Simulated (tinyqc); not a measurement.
Do the excited 1s states matter for ionisation? Model: valley-orbit splitting of a donor ground state, with strain. Computed by tinyqc, a small Python program. Command: `OMP_NUM_THREADS=1 python tinyqc.py 3029255 3029256 out.jsonl valleyorbit walk`. One thread of a shared host (Intel(R) Xeon(R) Processor @ 2.30GHz), about 0.01 s of CPU time with the checks.

The basis is the 1s envelope in each valley; energies are counted from the unstrained conduction-band edge. The strain is e_s (a a^T - 1/3) for the unit stress axis a, so valley j along n_j moves by Xi_u e_s w_j with w_j = (n_j.a)^2 - 1/3: +1/3 for [111] and [-1-11], -1/3 for the others.

Inputs (values chosen for the exercise, for a model many-valley semiconductor): single-valley binding energy E_0 = 11.4 meV; central-cell shift Lambda = 1.1 meV; coupling Delta_1 = 0.14 meV; shear deformation potential Xi_u = 15.5 eV; donor density N_D = 9.5e+15 cm^-3; density-of-states mass of one valley m_e = 0.217 m_0.

Valleys: four along <111>. Stress axis: [110].

Constants: k_B = 8.617333262e-05 eV/K; m_0 = 9.1093837015e-31 kg; k_B = 1.380649e-23 J/K; h = 6.62607015e-34 J s.

Method:
- By symmetry: E(A1) = E_0 + Lambda + 3 Delta_1 (one state), E(T2) = E_0 + Lambda - Delta_1 (three), as binding energies.
- H_jj = -(E_0 + Lambda) + Xi_u e_s w_j; H_jk = -Delta_1 between any two valleys.
- z = sum over levels of exp(-(E - E_ground)/k_B T), the ground-state share being 1/z; N_c = 2 (2 pi m_e k_B T/h^2)^(3/2) sum_j exp(-(shift_j - lowest shift)/k_B T); n1 = N_c/(2 z) exp(-binding/k_B T), binding = lowest shift - E_ground; without compensation n = 2 N_D/(1 + sqrt(1 + 4 N_D/n1)) (Boltzmann statistics; p and higher states left out).
- No strain here. The last two columns set z = 1, with the A1 depth, or use one level at E_0 with z equal to the number of valleys.

E(A1) = 12.92 meV

Ionised share:
```
T (K)       z  all 1s states  ground state alone  no splitting
7.5    2.2613     4.4068e-05          6.6267e-05    1.0739e-04
12.0   2.7455     2.4122e-03          3.9937e-03    4.1639e-03
19.0   3.1310     3.1385e-02          5.4857e-02    4.3883e-02
27.0   3.3583     1.2095e-01          2.1011e-01    1.5099e-01
37.0   3.5168     2.8577e-01          4.6418e-01    3.2951e-01
60.0   3.6921     6.2848e-01          8.2613e-01    6.6458e-01
100.0  3.8112     8.7333e-01          9.5985e-01    8.8544e-01
```

z grows from 2.261 to 3.81 of at most 4. Leaving out the excited states overstates the ionised share by up to 74.8 % (at 19.0 K); ignoring the splitting misses by a factor 2.44 at the lowest T and 1.01 at the highest.

Extremes, crossings and ranges named in words are read from the listed rows.
